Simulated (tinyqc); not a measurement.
## Trap density and grain size from the barrier

Question. With all traps filled Vb = q Qt^2/(8 eps0 eps_r N), and in that limit the barrier is largest at N* = Qt/Lg. Find Qt, Lg and the depleted width Qt/N.

Parameters, values chosen for the exercise: relative permittivity of the semiconductor eps_r = 11.7.

Constants: q = 1.602176634e-19 C, eps0 = 8.8541878128e-14 F/cm where lengths are in cm. Results are converted to the units shown.

barrier at N = 2.6e17 cm^-3 = 0.85954833 V
doping of the largest barrier = 8.5e16 cm^-3

Solution. The barrier gives Qt, and N* then gives Lg.

Qt = 3.400e12 cm^-2
Lg = 400.0 nm
depleted width = 130.8 nm

Program tinyqc, `OMP_NUM_THREADS=1 python tinyqc.py 2610119 2610120 out.jsonl`; Intel Xeon 2.30GHz, shared host, one thread, about 0.01 s.
